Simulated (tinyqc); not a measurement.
Worked calculation: CIS on RHF in the sto-3g basis, frozen core, for BeH2, spin multiplicity 1. Computed by tinyqc, a small Python program that keeps every step (integrals from PySCF). Settings: charge = 0, multiplicity = 1, basis = sto-3g, method = RHF, frozen orbitals = 1, energy threshold = 1e-10, iteration cap = 80, orthogonalisation = canonical, start = Wolfsberg-Helmholz matrix, DIIS depth = 6. Command: `OMP_NUM_THREADS=1 python tinyqc.py 27419 27420 out.jsonl` (the two numbers bound the seeds that draw the settings). One thread of a shared host (Intel(R) Xeon(R) Processor @ 2.60GHz), about 0.06 s of CPU time with the checks. The early iterations of the SCF are left out here.

## One-electron integrals

Geometry (angstrom):
```
atom       x        y       z
Be    0.0000   0.0000  0.0000
H     0.0000   1.3290  0.0060
H     0.0000  -1.3290  0.0060
```

Basis sto-3g: exponents (1/bohr^2) and contraction coefficients of normalised primitives:
```
element  l (shell)  exponent  coefficient
Be           s (1)   30.1679       0.1543
Be           s (1)    5.4951       0.5353
Be           s (1)    1.4872       0.4446
Be           s (2)    1.3148      -0.1000
Be           s (2)    0.3055       0.3995
Be           s (2)    0.0994       0.7001
Be           p (3)    1.3148       0.1559
Be           p (3)    0.3055       0.6077
Be           p (3)    0.0994       0.3920
H            s (1)    3.4253       0.1543
H            s (1)    0.6239       0.5353
H            s (1)    0.1689       0.4446
```

Overlap, kinetic and nuclear-attraction integrals over the contracted functions; the nuclear repulsion is the sum of Za Zb / Rab.

nuclear repulsion = 3.384472 hartree

overlap S:
```
         1Be 1s  1Be 2s  1Be 2px  1Be 2py  1Be 2pz   2H 1s    3H 1s
1Be 1s   1.0000  0.2595   0.0000   0.0000   0.0000  0.0712   0.0712
1Be 2s   0.2595  1.0000   0.0000   0.0000   0.0000  0.4644   0.4644
1Be 2px  0.0000  0.0000   1.0000   0.0000   0.0000  0.0000   0.0000
1Be 2py  0.0000  0.0000   0.0000   1.0000   0.0000  0.5290  -0.5290
1Be 2pz  0.0000  0.0000   0.0000   0.0000   1.0000  0.0024   0.0024
2H 1s    0.0712  0.4644   0.0000   0.5290   0.0024  1.0000   0.0366
3H 1s    0.0712  0.4644   0.0000  -0.5290   0.0024  0.0366   1.0000
```

kinetic energy T (hartree):
```
          1Be 1s   1Be 2s  1Be 2px  1Be 2py  1Be 2pz    2H 1s    3H 1s
1Be 1s    6.6940  -0.0330   0.0000   0.0000   0.0000  -0.0165  -0.0165
1Be 2s   -0.0330   0.2111   0.0000   0.0000   0.0000   0.0708   0.0708
1Be 2px   0.0000   0.0000   0.6606   0.0000   0.0000   0.0000   0.0000
1Be 2py   0.0000   0.0000   0.0000   0.6606   0.0000   0.1976  -0.1976
1Be 2pz   0.0000   0.0000   0.0000   0.0000   0.6606   0.0009   0.0009
2H 1s    -0.0165   0.0708   0.0000   0.1976   0.0009   0.7600  -0.0096
3H 1s    -0.0165   0.0708   0.0000  -0.1976   0.0009  -0.0096   0.7600
```

nuclear attraction V (hartree):
```
           1Be 1s   1Be 2s  1Be 2px  1Be 2py  1Be 2pz    2H 1s    3H 1s
1Be 1s   -15.3574  -2.1059   0.0000   0.0000  -0.0002  -0.5773  -0.5773
1Be 2s    -2.1059  -3.0562   0.0000   0.0000  -0.0014  -1.3834  -1.3834
1Be 2px    0.0000   0.0000  -2.9593   0.0000   0.0000   0.0000   0.0000
1Be 2py    0.0000   0.0000   0.0000  -3.1950   0.0000  -1.5414   1.5414
1Be 2pz   -0.0002  -0.0014   0.0000   0.0000  -2.9593  -0.0071  -0.0071
2H 1s     -0.5773  -1.3834   0.0000  -1.5414  -0.0071  -3.0052  -0.1273
3H 1s     -0.5773  -1.3834   0.0000   1.5414  -0.0071  -0.1273  -3.0052
```

core Hamiltonian H = T + V (hartree):
```
          1Be 1s   1Be 2s  1Be 2px  1Be 2py  1Be 2pz    2H 1s    3H 1s
1Be 1s   -8.6635  -2.1389   0.0000   0.0000  -0.0002  -0.5938  -0.5938
1Be 2s   -2.1389  -2.8451   0.0000   0.0000  -0.0014  -1.3125  -1.3125
1Be 2px   0.0000   0.0000  -2.2987   0.0000   0.0000   0.0000   0.0000
1Be 2py   0.0000   0.0000   0.0000  -2.5345   0.0000  -1.3437   1.3437
1Be 2pz  -0.0002  -0.0014   0.0000   0.0000  -2.2987  -0.0062  -0.0062
2H 1s    -0.5938  -1.3125   0.0000  -1.3437  -0.0062  -2.2452  -0.1368
3H 1s    -0.5938  -1.3125   0.0000   1.3437  -0.0062  -0.1368  -2.2452
```

## Two-electron integrals

Functions are numbered as in S; the eight-fold symmetry (ij|kl) = (ji|kl) = (kl|ij) leaves the list below.

Two-electron integrals (ij|kl) in chemists' order, unique and non-zero (hartree):
```
(11|11) 2.2988      (21|11) 0.3920      (21|21) 0.0795      (22|11) 0.5710
(22|21) 0.1430      (22|22) 0.4177      (31|31) 0.0146      (32|31) 0.0219
(32|32) 0.0923      (33|11) 0.5696      (33|21) 0.1431      (33|22) 0.4176
(33|33) 0.4499      (41|41) 0.0146      (42|41) 0.0219      (42|42) 0.0923
(43|43) 0.0242      (44|11) 0.5696      (44|21) 0.1431      (44|22) 0.4176
(44|33) 0.4014      (44|44) 0.4499      (51|51) 0.0146      (52|51) 0.0219
(52|52) 0.0923      (53|53) 0.0242      (54|54) 0.0242      (55|11) 0.5696
(55|21) 0.1431      (55|22) 0.4176      (55|33) 0.4014      (55|44) 0.4014
(55|55) 0.4499      (61|11) 0.1065      (61|21) 0.0216      (61|22) 0.0391
(61|33) 0.0388      (61|41) 0.0019      (61|42) 0.0036      (61|44) 0.0397
(61|51) 8.78e-06    (61|52) 1.64e-05    (61|54) 3.98e-06    (61|55) 0.0388
(61|61) 0.0062      (62|11) 0.2298      (62|21) 0.0583      (62|22) 0.1819
(62|33) 0.1753      (62|41) 0.0077      (62|42) 0.0446      (62|44) 0.1948
(62|51) 3.46e-05    (62|52) 2.01e-04    (62|54) 8.79e-05    (62|55) 0.1753
(62|61) 0.0175      (62|62) 0.1125      (63|31) 0.0057      (63|32) 0.0258
(63|43) 0.0080      (63|53) 3.61e-05    (63|63) 0.0112      (64|11) 0.2368
(64|21) 0.0608      (64|22) 0.1993      (64|33) 0.1875      (64|41) 0.0126
(64|42) 0.0699      (64|44) 0.2226      (64|51) 3.11e-05    (64|52) 1.99e-04
(64|54) 1.22e-04    (64|55) 0.1875      (64|61) 0.0192      (64|62) 0.1410
(64|64) 0.1837      (65|11) 0.0011      (65|21) 2.75e-04    (65|22) 0.0009
(65|33) 0.0008      (65|41) 3.11e-05    (65|42) 1.99e-04    (65|44) 0.0009
(65|51) 0.0057      (65|52) 0.0258      (65|54) 0.0080      (65|55) 0.0009
(65|61) 8.66e-05    (65|62) 0.0006      (65|64) 0.0008      (65|65) 0.0112
(66|11) 0.3943      (66|21) 0.1018      (66|22) 0.3536      (66|33) 0.3279
(66|41) 0.0167      (66|42) 0.1217      (66|44) 0.4046      (66|51) 7.55e-05
(66|52) 0.0005      (66|54) 3.46e-04    (66|55) 0.3279      (66|61) 0.0316
(66|62) 0.2709      (66|64) 0.3622      (66|65) 0.0016      (66|66) 0.7746
(71|11) 0.1065      (71|21) 0.0216      (71|22) 0.0391      (71|33) 0.0388
(71|41) -0.0019     (71|42) -0.0036     (71|44) 0.0397      (71|51) 8.78e-06
(71|52) 1.64e-05    (71|54) -3.98e-06   (71|55) 0.0388      (71|61) 0.0056
(71|62) 0.0147      (71|64) 0.0147      (71|65) 7.34e-05    (71|66) 0.0253
(71|71) 0.0062      (72|11) 0.2298      (72|21) 0.0583      (72|22) 0.1819
(72|33) 0.1753      (72|41) -0.0077     (72|42) -0.0446     (72|44) 0.1948
(72|51) 3.46e-05    (72|52) 2.01e-04    (72|54) -8.79e-05   (72|55) 0.1753
(72|61) 0.0147      (72|62) 0.0618      (72|64) 0.0609      (72|65) 3.44e-04
(72|66) 0.1109      (72|71) 0.0175      (72|72) 0.1125      (73|31) 0.0057
(73|32) 0.0258      (73|43) -0.0080     (73|53) 3.61e-05    (73|63) 0.0050
(73|73) 0.0112      (74|11) -0.2368     (74|21) -0.0608     (74|22) -0.1993
(74|33) -0.1875     (74|41) 0.0126      (74|42) 0.0699      (74|44) -0.2226
(74|51) -3.11e-05   (74|52) -1.99e-04   (74|54) 1.22e-04    (74|55) -0.1875
(74|61) -0.0147     (74|62) -0.0609     (74|64) -0.0569     (74|65) -3.33e-04
(74|66) -0.1068     (74|71) -0.0192     (74|72) -0.1410     (74|74) 0.1837
(75|11) 0.0011      (75|21) 2.75e-04    (75|22) 0.0009      (75|33) 0.0008
(75|41) -3.11e-05   (75|42) -1.99e-04   (75|44) 0.0009      (75|51) 0.0057
(75|52) 0.0258      (75|54) -0.0080     (75|55) 0.0009      (75|61) 7.34e-05
(75|62) 3.44e-04    (75|64) 3.33e-04    (75|65) 0.0050      (75|66) 0.0006
(75|71) 8.66e-05    (75|72) 0.0006      (75|74) -0.0008     (75|75) 0.0112
(76|11) 0.0233      (76|21) 0.0058      (76|22) 0.0161      (76|33) 0.0159
(76|44) 0.0166      (76|51) 6.63e-06    (76|52) 3.12e-05    (76|55) 0.0159
(76|61) 0.0016      (76|62) 0.0072      (76|64) 0.0080      (76|65) 4.45e-05
(76|66) 0.0144      (76|71) 0.0016      (76|72) 0.0072      (76|74) -0.0080
(76|75) 4.45e-05    (76|76) 0.0006      (77|11) 0.3943      (77|21) 0.1018
(77|22) 0.3536      (77|33) 0.3279      (77|41) -0.0167     (77|42) -0.1217
(77|44) 0.4046      (77|51) 7.55e-05    (77|52) 0.0005      (77|54) -3.46e-04
(77|55) 0.3279      (77|61) 0.0253      (77|62) 0.1109      (77|64) 0.1068
(77|65) 0.0006      (77|66) 0.1990      (77|71) 0.0316      (77|72) 0.2709
(77|74) -0.3622     (77|75) 0.0016      (77|76) 0.0144      (77|77) 0.7746
```

## Orthogonalisation

S = U s U^T; canonical form X = U s^(-1/2), so that X^T S X = 1. Each column of U has its largest component positive (the first on a tie).

eigenvalues of S: 0.2334  0.3393  0.9366  1.0000  1.0000  1.7300  1.7606

X:
```
               1        2        3       4        5        6       7
1Be 1s    0.0000  -0.3187   0.9601  0.0000  -0.0181   0.0000  0.2406
1Be 2s    0.0000   1.2505  -0.0908  0.0000  -0.0028   0.0000  0.5120
1Be 2px   0.0000   0.0000   0.0000  1.0000   0.0000   0.0000  0.0000
1Be 2py   1.4456   0.0000   0.0000  0.0000   0.0000   0.5441  0.0000
1Be 2pz   0.0000   0.0058   0.0197  0.0000   0.9998   0.0000  0.0022
2H 1s    -1.0475  -0.8004  -0.2620  0.0000   0.0050   0.3755  0.3521
3H 1s     1.0475  -0.8004  -0.2620  0.0000   0.0050  -0.3755  0.3521
```

Within a degenerate level the vectors are fixed only up to a rotation; this is one choice.

## Iteration 6 (converged): orbitals

converged F (hartree):
```
          1Be 1s   1Be 2s  1Be 2px  1Be 2py  1Be 2pz    2H 1s    3H 1s
1Be 1s   -4.5161  -1.2880   0.0000   0.0000   0.0001  -0.3634  -0.3634
1Be 2s   -1.2880  -0.6343   0.0000   0.0000  -0.0011  -0.4210  -0.4210
1Be 2px   0.0000   0.0000   0.2118   0.0000   0.0000   0.0000   0.0000
1Be 2py   0.0000   0.0000   0.0000  -0.2409   0.0000  -0.3357   0.3357
1Be 2pz   0.0001  -0.0011   0.0000   0.0000   0.2118  -0.0012  -0.0012
2H 1s    -0.3634  -0.4210   0.0000  -0.3357  -0.0012  -0.3177  -0.0514
3H 1s    -0.3634  -0.4210   0.0000   0.3357  -0.0012  -0.0514  -0.3177
```

Diagonalise F' = X^T F X, C = X C', fill 3 alpha and 3 beta electrons from the bottom; D = 2 C_occ C_occ^T. Each column has its largest component positive (the first on a tie).

F' = X^T F X (hartree):
```
        1        2        3       4        5        6        7
1  0.9460   0.0000   0.0000  0.0000   0.0000   0.0382   0.0000
2  0.0000   0.4180   0.4282  0.0000  -0.0076   0.0000   0.1668
3  0.0000   0.4282  -3.6682  0.0000   0.0783   0.0000  -1.6105
4  0.0000   0.0000   0.0000  0.2118   0.0000   0.0000   0.0000
5  0.0000  -0.0076   0.0783  0.0000   0.2102   0.0000   0.0334
6  0.0382   0.0000   0.0000  0.0000   0.0000  -0.4207   0.0000
7  0.0000   0.1668  -1.6105  0.0000   0.0334   0.0000  -1.2633
```

orbital energies (hartree): MO1 -4.5196, MO2 -0.4579, MO3 -0.4218, MO4 0.2118, MO5 0.2118, MO6 0.4624, MO7 0.9470

coefficients C:
```
             MO1      MO2      MO3      MO4     MO5      MO6      MO7
1Be 1s    0.9918  -0.2246   0.0000   0.0020  0.0000  -0.2180   0.0000
1Be 2s    0.0318   0.5562   0.0000  -0.0090  0.0000   1.2344   0.0000
1Be 2px   0.0000   0.0000   0.0000   0.0000  1.0000   0.0000   0.0000
1Be 2py   0.0000   0.0000   0.5035   0.0000  0.0000   0.0000   1.4602
1Be 2pz   0.0000   0.0011   0.0000   1.0000  0.0000   0.0099   0.0000
2H 1s    -0.0028   0.3945   0.4046   0.0037  0.0000  -0.8232  -1.0366
3H 1s    -0.0028   0.3945  -0.4046   0.0037  0.0000  -0.8232   1.0366
```

D after iteration 6:
```
          1Be 1s   1Be 2s  1Be 2px  1Be 2py  1Be 2pz    2H 1s    3H 1s
1Be 1s    2.0680  -0.1868   0.0000   0.0000  -0.0005  -0.1827  -0.1827
1Be 2s   -0.1868   0.6208   0.0000   0.0000   0.0012   0.4387   0.4387
1Be 2px   0.0000   0.0000   0.0000   0.0000   0.0000   0.0000   0.0000
1Be 2py   0.0000   0.0000   0.0000   0.5071   0.0000   0.4074  -0.4074
1Be 2pz  -0.0005   0.0012   0.0000   0.0000   0.0000   0.0009   0.0009
2H 1s    -0.1827   0.4387   0.0000   0.4074   0.0009   0.6386  -0.0161
3H 1s    -0.1827   0.4387   0.0000  -0.4074   0.0009  -0.0161   0.6386
```

## Convergence

Stop when the energy changes by less than 1e-10 hartree and every element of the error matrix X^T (F D S - S D F) X is below 3e-06.

Course of the cycle:
```
iteration  E (hartree)     change  largest element of the error matrix
1           -15.547709          -                             1.48e-01
2           -15.559934  -1.22e-02                             1.96e-02
3           -15.560153  -2.19e-04                             1.63e-03
4           -15.560156  -3.18e-06                             1.46e-05
5           -15.560156  -4.78e-10                             3.24e-06
6           -15.560156  -2.16e-11                             3.44e-07
```

PySCF RHF in the same basis = -15.560156 hartree

Converged in 6 iterations.

## Integrals over molecular orbitals

(pq|rs) = sum C_ip C_jq C_kr C_ls (ij|kl), one index at a time.

one-electron integrals over orbitals h = C^T H C (hartree):
```
         1        2        3        4        5        6        7
1  -8.6518   0.2255   0.0000  -0.0021   0.0000   0.1936   0.0000
2   0.2255  -2.4657   0.0000   0.0002   0.0000  -0.1720   0.0000
3   0.0000   0.0000  -2.4278   0.0000   0.0000   0.0000  -0.2801
4  -0.0021   0.0002   0.0000  -2.2987   0.0000  -0.0022   0.0000
5   0.0000   0.0000   0.0000   0.0000  -2.2987   0.0000   0.0000
6   0.1936  -0.1720   0.0000  -0.0022   0.0000  -1.9156   0.0000
7   0.0000   0.0000  -0.2801   0.0000   0.0000   0.0000  -1.7992
```

Two-electron integrals over orbitals (pq|rs), unique and non-zero (hartree); the lowest 1 orbital is frozen and left out:
```
(22|22) 0.3987      (32|32) 0.1645      (33|22) 0.4120      (33|33) 0.4352
(42|22) 4.70e-04    (42|33) 4.48e-04    (42|42) 0.0495      (43|32) 4.88e-04
(43|43) 0.0147      (44|22) 0.3693      (44|33) 0.3567      (44|42) -0.0011
(44|44) 0.4499      (52|52) 0.0495      (53|53) 0.0147      (54|52) -3.74e-04
(54|54) 0.0243      (55|22) 0.3693      (55|33) 0.3567      (55|42) -3.04e-04
(55|44) 0.4014      (55|55) 0.4499      (62|22) -0.0247     (62|33) -0.0477
(62|42) -1.10e-04   (62|44) 0.0522      (62|55) 0.0522      (62|62) 0.0777
(63|32) -0.0947     (63|43) -3.99e-04   (63|63) 0.0835      (64|22) 1.86e-04
(64|33) -8.58e-05   (64|42) 0.0474      (64|44) -2.95e-04   (64|55) 2.31e-04
(64|62) 0.0008      (64|64) 0.0509      (65|52) 0.0474      (65|54) -2.63e-04
(65|65) 0.0509      (66|22) 0.3971      (66|33) 0.4081      (66|42) 0.0011
(66|44) 0.3675      (66|55) 0.3675      (66|62) -0.0350     (66|64) 0.0007
(66|66) 0.4119      (72|32) -0.0443     (72|43) -4.75e-04   (72|63) 0.0612
(72|72) 0.0566      (73|22) -0.0059     (73|33) -0.0211     (73|42) -0.0007
(73|44) 0.0592      (73|55) 0.0592      (73|62) 0.0730      (73|64) 2.85e-04
(73|66) -0.0264     (73|73) 0.0824      (74|32) -0.0012     (74|43) 0.0138
(74|63) 0.0007      (74|72) 1.75e-04    (74|74) 0.0165      (75|53) 0.0138
(75|75) 0.0165      (76|32) 0.1428      (76|43) 0.0006      (76|63) -0.0954
(76|72) -0.0558     (76|74) -0.0010     (76|76) 0.1407      (77|22) 0.4284
(77|33) 0.4472      (77|42) 9.01e-05    (77|44) 0.3912      (77|55) 0.3912
(77|62) -0.0368     (77|64) -3.13e-04   (77|66) 0.4362      (77|73) -0.0112
(77|77) 0.4892
```

## CIS matrix, singlets

A(ia,jb) = (e_a - e_i) d_ij d_ab + 2 (ia|jb) - (ij|ab).

CIS matrix A, singlet (hartree):
```
         2>4     2>5      2>6      2>7      3>4     3>5      3>6      3>7
2>4   0.3992  0.0000  -0.0004   0.0000   0.0000  0.0000   0.0000  -0.0002
2>5   0.0000  0.3992   0.0000   0.0000   0.0000  0.0000   0.0000   0.0000
2>6  -0.0004  0.0000   0.6785   0.0000   0.0000  0.0000   0.0000   0.0032
2>7   0.0000  0.0000   0.0000   1.0897   0.0002  0.0000  -0.0204   0.0000
3>4   0.0000  0.0000   0.0000   0.0002   0.3062  0.0000  -0.0007   0.0000
3>5   0.0000  0.0000   0.0000   0.0000   0.0000  0.3063   0.0000   0.0000
3>6   0.0000  0.0000   0.0000  -0.0204  -0.0007  0.0000   0.6429   0.0000
3>7  -0.0002  0.0000   0.0032   0.0000   0.0000  0.0000   0.0000   1.0865
```

## CIS singlet states

dipole integrals <i|r|a> (bohr):
```
          x        y        z
2>4  0.0000   0.0000   0.9665
2>5  0.9666   0.0000   0.0000
2>6  0.0000   0.0000   0.0031
2>7  0.0000  -0.5866   0.0000
3>4  0.0000   0.0039   0.0000
3>5  0.0000   0.0000   0.0000
3>6  0.0000  -1.1203   0.0000
3>7  0.0000   0.0000  -0.0087
```

Diagonalise A (1 hartree = 27.211386 eV); each vector has its largest component positive (the first on a tie). The transition dipole is mu = sqrt2 sum c_ia <i|r|a>.

singlet excitation energies (eV): 8.3334  8.3335  10.8640  10.8641  17.4700  18.4620  29.5651  29.6774

lowest vectors:
```
     state 1  state 2  state 3  state 4  state 5  state 6
2>4   0.0000   0.0000   1.0000   0.0000   0.0000  -0.0014
2>5   0.0000   0.0000   0.0000   1.0000   0.0000   0.0000
2>6   0.0000   0.0000   0.0014   0.0000   0.0000   1.0000
2>7  -0.0002   0.0000   0.0000   0.0000   0.0455   0.0000
3>4   1.0000   0.0000   0.0000   0.0000  -0.0021   0.0000
3>5   0.0000   1.0000   0.0000   0.0000   0.0000   0.0000
3>6   0.0021   0.0000   0.0000   0.0000   0.9990   0.0000
3>7   0.0000   0.0000   0.0003   0.0000   0.0000  -0.0077
```

oscillator strengths 2/3 w |mu|^2: 0.0000  0.0000  0.4973  0.4973  1.1239  0.0000

Within a degenerate level the vectors are fixed only up to a rotation; this is one choice.

## CIS matrix, triplets

A(ia,jb) = (e_a - e_i) d_ij d_ab - (ij|ab).

CIS matrix A, triplet (hartree):
```
         2>4     2>5      2>6      2>7     3>4     3>5      3>6      3>7
2>4   0.3003  0.0000  -0.0002   0.0000  0.0000  0.0000   0.0000   0.0012
2>5   0.0000  0.3003   0.0000   0.0000  0.0000  0.0000   0.0000   0.0000
2>6  -0.0002  0.0000   0.5231   0.0000  0.0000  0.0000   0.0000  -0.1428
2>7   0.0000  0.0000   0.0000   0.9765  0.0012  0.0000  -0.1428   0.0000
3>4   0.0000  0.0000   0.0000   0.0012  0.2769  0.0000   0.0001   0.0000
3>5   0.0000  0.0000   0.0000   0.0000  0.0000  0.2769   0.0000   0.0000
3>6   0.0000  0.0000   0.0000  -0.1428  0.0001  0.0000   0.4760   0.0000
3>7   0.0012  0.0000  -0.1428   0.0000  0.0000  0.0000   0.0000   0.9217
```

## CIS triplet states

Diagonalise A (1 hartree = 27.211386 eV); each vector has its largest component positive (the first on a tie).

triplet excitation energies (eV): 7.5346  7.5349  8.1727  8.1729  11.9225  12.9859  26.3292  27.6036

lowest vectors:
```
     state 1  state 2  state 3  state 4  state 5  state 6
2>4   0.0000   0.0000   1.0000   0.0000   0.0000   0.0010
2>5   0.0000   0.0000   0.0000   1.0000   0.0000   0.0000
2>6   0.0000   0.0000  -0.0004   0.0000   0.0000   0.9520
2>7  -0.0021   0.0000   0.0000   0.0000   0.2564   0.0000
3>4   1.0000   0.0000   0.0000   0.0000   0.0024   0.0000
3>5   0.0000   1.0000   0.0000   0.0000   0.0000   0.0000
3>6  -0.0019   0.0000   0.0000   0.0000   0.9666   0.0000
3>7   0.0000   0.0000  -0.0020   0.0000   0.0000   0.3060
```

Within a degenerate level the vectors are fixed only up to a rotation; this is one choice.
